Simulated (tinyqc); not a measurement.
# Schottky emission and Poole-Frenkel conduction in an insulator, and how to tell them apart, step by step

Computed by the program tinyqc: `OMP_NUM_THREADS=1 python tinyqc.py 2370064 2370065 out.jsonl`, one thread of a shared Intel Xeon 2.30GHz, about 0.01 s for the whole run. Printed values are rounded.

Schottky emission (electrode-limited): J = As T^2 exp[-(pb - b sqrt(F))/Vt], b = sqrt(q/(4 pi eps0 ei)). Poole-Frenkel emission (bulk-limited): J = s0 F exp[-(pt - 2 b sqrt(F))/Vt]. F in V/cm.

Parameters, values chosen for the exercise; dielectric values close to those of zirconium oxide: temperature T = 400 K; high-frequency relative permittivity ei = 4.81; static relative permittivity es = 24.5; trap depth pt = 1.38 eV; Poole-Frenkel prefactor s0 = 0.85 S/cm; electrode barrier pb = 1.29 eV; Richardson constant As = 58 A/(cm^2 K^2); field F = 0.9 MV/cm.

Constants: q = 1.602176634e-19 C, kB = 1.380649e-23 J/K, Vt = kB T/q, eps0 = 8.8541878128e-14 F/cm where lengths are in cm. Results are converted to the units shown.

## Both currents at one field

Lowerings b sqrt(F) and 2 b sqrt(F); the image-force maximum lies at sqrt(q/(16 pi eps0 ei F)) from the electrode.

Schottky lowering = 164.1439 meV
position of the barrier top = 0.9119103 nm
Poole-Frenkel lowering = 328.2877 meV
J, Schottky = 6.058775e-8 A/cm^2
J, Poole-Frenkel = 4.292098e-8 A/cm^2

Injection and bulk transport act in series, so the smaller capacity limits the current: here the bulk, by a factor of 1.41.

## Which mechanism made these data

F, point 0 to 5 (MV/cm): [1.12, 1.8, 2.48, 3.15, 3.83, 4.5]
J, point 0 to 5 (A/cm^2): [1.891e-7, 7.84e-7, 2.527e-6, 6.897e-6, 1.721e-5, 3.926e-5]

The data come from another sample of the same dielectric, in which one mechanism alone limits the current. Fit straight lines by least squares: ln J on sqrt(F) (Schottky plot, slope b/Vt) and ln(J/F) on sqrt(F) (Poole-Frenkel plot, slope 2 b/Vt), F in V/cm, and read a permittivity from each slope. The right mechanism gives a value near ei, and in any case between ei and es.

slope of the Schottky plot = 0.005019348 (cm/V)^0.5
permittivity read as Schottky = 4.810513
slope of the Poole-Frenkel plot = 0.003721174 (cm/V)^0.5
permittivity read as Poole-Frenkel = 35.00951

Both plots are nearly straight, so straightness decides nothing. Read as Schottky the data give 4.81, which matches ei = 4.81; read as Poole-Frenkel they give 35.0, above even the static value 24.5. The data were made by Schottky emission.
